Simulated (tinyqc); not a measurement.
# Global model of a low-pressure process discharge: electron temperature, density, ion flux and ion energy, step by step

A worked calculation. Computed by tinyqc, a small Python program that keeps every step. Command: `OMP_NUM_THREADS=1 python tinyqc.py 3114142 3114143 out.jsonl plasma walk`. One thread of a shared host (Intel(R) Xeon(R) Processor @ 2.30GHz), about 0.01 s of CPU time with the checks. Intermediate numbers are printed to about 7 digits and carried at full precision; extremes and crossings named in words are read from the listed rows.

Maxwellian electrons with temperature T_e in eV, one positive ion, no negative ions, uniform bulk density n; rate constants have the Arrhenius form.

Inputs (values chosen for the exercise, of the order of those of an inductive discharge in a simple atomic gas):
```
quantity                          value   unit
ion mass M                           40      u
ionisation prefactor K0         6.2e-14  m^3/s
ionisation energy E_iz             17.3     eV
excitation prefactor X0         6.3e-15  m^3/s
excitation energy E_ex             10.4     eV
elastic rate constant K_el        1e-13  m^3/s
ion-neutral cross section       1.1e-18    m^2
pressure p                          1.3     Pa
gas temperature T_g                 500      K
radius R                            8.1     cm
height L                            7.3     cm
absorbed power P                    500      W
bias power P_b                       39      W
radius of the biased electrode      7.5     cm
bias frequency                       60    MHz
mixing                              0.2      -
```

Constants: k_B = 1.380649e-23 J/K; e = 1.602176634e-19 C; u = 1.6605390666e-27 kg; m_0 = 9.1093837015e-31 kg; eps_0 = 8.8541878128e-12 F/m.

## Geometry factors

n_g = p/(k_B T_g); lambda_i = 1/(n_g sigma); h_L = 0.86/sqrt(3 + L/(2 lambda_i)), h_R = 0.8/sqrt(4 + R/lambda_i); A_eff = 2 pi R^2 h_L + 2 pi R L h_R; d_eff = pi R^2 L/A_eff.

gas density n_g = 1.883172e+20 1/m^3

ion mean free path = 0.4827444 cm

h_L = 0.2646350

h_R = 0.1754999

A_eff = 174.2956 cm^2

d_eff = 8.632891 cm

## A fixed-point cycle for T_e

Particle balance: K0 exp(-E_iz/T_e) n_g d_eff = u_B, u_B = sqrt(e T_e/M). Cycle: T_out = T sqrt(loss/creation) with loss/creation = u_B/(K0 exp(-E_iz/T) n_g d_eff); T -> T + mixing (T_out - T), kept between 0.3 and 60 eV, from 3 eV; stop at |T_out - T| < 1e-9 eV or after 60 steps.

Course:
```
step    T (eV)  T_out (eV)  residual (eV)
0     3.000000    2.770120  -2.298796e-01
1     2.954024    2.841868  -1.121562e-01
2     2.931593    2.878700  -5.289270e-02
3     2.921014    2.896508  -2.450635e-02
4     2.916113    2.904856  -1.125681e-02
5     2.913862    2.908712  -5.149789e-03
6     2.912832    2.910480  -2.351516e-03
...        ...         ...            ...
19    2.911967    2.911967  -8.654258e-08
20    2.911967    2.911967  -3.945475e-08
21    2.911967    2.911967  -1.798742e-08
22    2.911967    2.911967  -8.200461e-09
23    2.911967    2.911967  -3.738589e-09
24    2.911967    2.911967  -1.704423e-09
25    2.911967    2.911967  -7.770455e-10
```

last residual = 7.770455e-10 eV

Converged in 26 steps.

## Electron temperature

Root found by bracketing.

T_e = 2.911967 eV

Bohm velocity u_B = 2650.293 m/s

K_iz = 1.630225e-16 m^3/s

## Energy per pair and density

E_c = E_iz + (X0 exp(-E_ex/T_e) E_ex + K_el (3 m_0/M) T_e)/K_iz; wall potential V_s = (T_e/2) ln(M/(2 pi m_0)); E_T = E_c + 2 T_e + T_e/2 + V_s; n = P/(e u_B A_eff E_T); ion current density J = e h_L n u_B; ionised share n/n_g.

collisional loss per pair E_c = 28.67293 eV

wall potential V_s = 13.62681 V

E_T = 49.57966 eV

plasma density n = 1.362623e+12 1/cm^3

ion current density J = 15.31183 mA/cm^2

ionised share = 0.007235784

Collisions take 58 % of the power and the walls the rest. T_e came from the particle balance alone; the power sets only n.

## Biased electrode

All bias power goes to ions: V_b = P_b/(J pi r^2). Debye length at the sheath edge lambda_D = sqrt(eps_0 T_e/(e h_L n)); Child-law sheath s = (sqrt2/3) lambda_D (2 V/T_e)^(3/4), V = V_b + V_s; ion transit time tau_i = 3 s sqrt(M/(2 e V)); collisions in the sheath s/lambda_i.

bias voltage V_b = 14.41335 V

lambda_D = 21.12521 micrometre

sheath width s = 0.09155094 mm

ion transit time = 23.61446 ns

transit time over bias period = 1.416868

s/lambda_i = 0.01896468

The sheath is nearly free of collisions.

## Pressure series at fixed power

n_g = p/(k_B T_g), lambda_i = 1/(n_g sigma), K_iz = K0 exp(-E_iz/T_e), h_L = 0.86/sqrt(3 + L/(2 lambda_i)), h_R = 0.8/sqrt(4 + R/lambda_i), A_eff = 2 pi R^2 h_L + 2 pi R L h_R and d_eff = pi R^2 L/A_eff follow p. E_c = E_iz + (X0 exp(-E_ex/T_e) E_ex + K_el (3 m_0/M) T_e)/K_iz; E_T = E_c + (5/2) T_e + (T_e/2) ln(M/(2 pi m_0)); n = P/(e u_B A_eff E_T); J = e h_L n u_B. Pressures without a root below 2 E_iz are left out.

Against pressure:
```
p (Pa)  T_e (eV)  E_c (eV)  E_T (eV)    n (1/cm^3)  J (mA/cm^2)
0.1     7.501555  19.95624  73.81433  3.139805e+11      9.72408
0.2     5.304167  21.19015  59.27190  5.082631e+11     12.27699
0.5     3.810193  23.78708  51.14271  8.464830e+11     14.54719
1.0     3.117431  27.01887  49.40075  1.201812e+12     15.29348
2.0     2.623829  32.08485  50.92287  1.655848e+12     15.00524
5.0     2.160311  43.50067  59.01082  2.352083e+12     13.06169
10.0    1.903066  58.10444  71.76767  2.854600e+12     10.77567
20.0    1.700070  81.44683  93.65264  3.238409e+12      8.27207
```

T_e falls from 7.50 to 1.70 eV, n changes by a factor 10.3 and J by 0.85; in J = P h_L/(A_eff E_T), E_T changes by a factor 1.27 and is least at 1 Pa, between wall losses at high T_e and excitation losses at low T_e.

Checks made by the program: cycle against bracketing (relative difference 1e-10).
